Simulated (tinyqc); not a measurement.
# A clean chain and dephasing by Buettiker voltage probes: several studies

Sites 1 to 5 form a chain with hopping -t. Lead L joins site 1 and lead R site 5, both semi-infinite chains with hopping -t and site energy 0. Every site carries a probe with self-energy -i Gamma_p/2 that draws no net current. Linear response at zero temperature: mu_L = 1, mu_R = 0 in units of the bias.

Parameters, values chosen for the exercise: hopping (matrix element -t) t = 1 eV; site energies 1 to N U = [0, 0, 0, 0, 0] eV; Fermi energy E = -0.37 eV; probe broadening Gamma_p gp = 0.81 eV.

Constants: q = 1.602176634e-19 C, h = 6.62607015e-34 J s. Results are converted to the units shown.

Each table varies one quantity; the others keep the values above.

## Resistance against length

Sigma = t^2 g(E), g(x) = (x - i sqrt(4 t^2 - x^2))/(2 t^2) for |x| < 2 t and (x - sign(x) sqrt(x^2 - 4 t^2))/(2 t^2) otherwise; Gamma = -2 Im Sigma; G = (E - H - Sigma_L - Sigma_R + i Gamma_p/2)^(-1). With Gamma the broadening by one lead, T_RL = Gamma^2 |G_(last,1)|^2, T_pL = Gamma Gamma_p |G_(p,1)|^2, T_pR = Gamma Gamma_p |G_(p,last)|^2, T_pq = Gamma_p^2 |G_(p,q)|^2 for p != q. No current into probe p: W mu = T_pL with W_pp = T_pL + T_pR + sum_q T_pq and W_pq = -T_pq. Then T_eff = T_RL + sum_p T_pR mu_p, and the resistance is (h/2q^2)/T_eff. Without probes means Gamma_p = 0. The list U is repeated k times, each site with its probe.

The same in every row: T without probes = 1.0000.

Result of one run:
```
k  sites    T_eff  resistance (kohm)
2     10  0.32178             40.110
```

What becomes of these results when the number of repeats k is changed from 2 to 1, all else the same?

Result of the changed run:
```
k  sites    T_eff  resistance (kohm)
1      5  0.48622             26.545
```

The whole series:
```
k   sites     T_eff  resistance (kohm)
1       5   0.48622             26.545
2      10   0.32178             40.110
3      15   0.24031             53.707
4      20   0.19179             67.294
6      30   0.13663             94.464
8      40   0.10611             121.63
12     60  0.073342             175.98
16     80  0.056038             230.32
```

The resistance rises from 26.5 to 230 kohm, by 2.72 kohm a site between k = 8 and 12 and 2.72 between 12 and 16: Ohm's law, R = R0 + rho N with the extrapolated intercept R0 = 13.0 kohm (h/2q^2 = 12.91 kohm) and a back-scattering length (h/2q^2)/rho of 4.75 sites.

## Effect of the dephasing strength

With Gamma the broadening by one lead, T_RL = Gamma^2 |G_(5,1)|^2, T_pL = Gamma Gamma_p |G_(p,1)|^2, T_pR = Gamma Gamma_p |G_(p,5)|^2, T_pq = Gamma_p^2 |G_(p,q)|^2 for p != q.

Effect of the dephasing strength:
```
gp (eV)       T_RL  through probes    T_eff  resistance (kohm)
0.011      0.97241        0.013794  0.98620             13.087
0.021      0.94799        0.025993  0.97398             13.251
0.039      0.90559        0.047149  0.95273             13.547
0.075      0.82643        0.086457  0.91289             14.138
0.14       0.70079         0.14793  0.84872             15.207
0.27       0.50449         0.23923  0.74373             17.354
0.51       0.27650         0.32742  0.60392             21.371
0.98      0.087554         0.34882  0.43637             29.577
1.9       0.010621         0.25963  0.27025             47.757
3.5      4.5360e-4         0.14448  0.14493             89.051
```

Without probes the transmission is 1.00. T_eff falls from 0.986 to 0.145; the direct part falls from 0.972 to 4.54e-4 and the part through probes goes from 0.0138 through a maximum of 0.349 (at gp = 0.98 eV among the rows listed) to 0.144. At this energy dephasing lowers T_eff from the start: the probes give back less than the direct part loses.

## Coherent and dephased transmission against energy

Same model as above.

The same in every row: T without probes = 1.0000.

Coherent and dephased transmission against energy:
```
E (eV)    T_eff
-1.8    0.28921
-1.5    0.37850
-1.2    0.43230
-0.9    0.46054
-0.6    0.47733
-0.3    0.48821
0       0.49217
0.3     0.48821
0.6     0.47733
0.9     0.46054
1.2     0.43230
1.5     0.37850
1.8     0.28921
```

What does the table show?

Without probes T is 1.00 in every row, with them between 0.289 and 0.492. The probes lower it in 13 rows and raise it in 0.

tinyqc, about 0.01 s, one thread, Intel Xeon 2.30GHz (shared host): `OMP_NUM_THREADS=1 python tinyqc.py 2700032 2700033 out.jsonl`
